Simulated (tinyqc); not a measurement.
Which input was changed? Model: single-band model of a thermoelectric material. Computed by tinyqc, a small Python program. Command: `OMP_NUM_THREADS=1 python tinyqc.py 3022116 3022117 out.jsonl thermo which`. One thread of a shared host (Intel(R) Xeon(R) Processor @ 2.30GHz), about 0.3 s of CPU time with the checks.

One spherical band, one scattering law, no minority carriers and no phonon drag. In a real material minority carriers limit |S| to about E_g/(2 e T), so larger values are formal. eta = E_F/(k_B T) is counted from the band edge; f = 1/(1 + exp(x - eta)).

Inputs (values chosen for the exercise, for a model material):
```
quantity                                value        unit
density-of-states mass m                 0.23         m_0
mobility parameter mu_300                1100  cm^2/(V s)
temperature exponent p                    1.5           -
lattice thermal conductivity kappa_L      1.2     W/(m K)
carrier density n                     6.4e+19      1/cm^3
temperature T                             630           K
```

Band: parabolic. Scattering: acoustic phonons, r = -0.5.

Constants: m_0 = 9.1093837015e-31 kg; k_B = 1.380649e-23 J/K; hbar = 1.054571817e-34 J s; k_B = 8.617333262e-05 eV/K; e = 1.602176634e-19 C.

Method:
- With x = E/(k_B T), a = alpha k_B T (0 for a parabolic band), G = x (1 + a x), D = 1 + 2 a x and <y> = int y f (1 - f) dx, f = 1/(1 + exp(x - eta)): tau = tau_0 G^r/D; transport function s = G^(3/2 + r)/D^2; n = N_0 <G^(3/2)> with N_0 = (2 m k_B T)^(3/2)/(3 pi^2 hbar^3).
- Integrals over x = E/(k_B T) use 160 Gauss-Legendre points in u = sqrt(x) from 0 to sqrt(max(eta, 0) + 32).
- Solve for eta.
- sigma = e mu_0 N_0 <s> with mu_0 = e tau_0/m = mu_300 (T/300 K)^(-p); |S| = (k_B/e)(<x s>/<s> - eta); Lorenz number L = (k_B/e)^2 (<x^2 s>/<s> - (<x s>/<s>)^2); kappa_e = L sigma T; zT = S^2 sigma T/(kappa_L + kappa_e).
- Hall factor r_H = <G^(3/2)> <G^(3/2 + 2r)/D^4>/<s>^2; drift mobility sigma/(n e) with n = N_0 <G^(3/2)>; power factor S^2 sigma.
- Quality factor B = (k_B/e)^2 e mu_0 N_0 T/kappa_L; zT and the power factor are maximised over eta between -8 and 30.

Problem. One of these inputs alone was changed, within the range given: density-of-states mass m (0.115 to 0.46); carrier density n (3.2e+19 to 1.28e+20); temperature T (315 to 1260); temperature exponent p (0.75 to 3). Which one, and to what value?

Results:
```
run     density of the largest zT (1/cm^3)  largest zT  Lorenz number L (1e-8 V^2/K^2)
before                        6.130422e+18   0.4597408                        2.138138
after                         4.649127e+18   0.3772852                        2.228751
```

Solution.

Each candidate set to reproduce density of the largest zT, and what it then gives:
```
candidate                            range searched  value needed  largest zT  Lorenz number L (1e-8 V^2/K^2)
density-of-states mass m (m_0)        0.115 to 0.46        0.1759     0.32683                          2.2401
carrier density n (1/cm^3)      3.2e+19 to 1.28e+20     no effect           -                               -
temperature T (K)                       315 to 1260         498.0     0.37729                          2.2288
temperature exponent p                    0.75 to 3  out of reach           -                               -
```

Only temperature T fits every result: it went from 630 to 498 K. The next best candidate, density-of-states mass m, misses one result by 13 %.
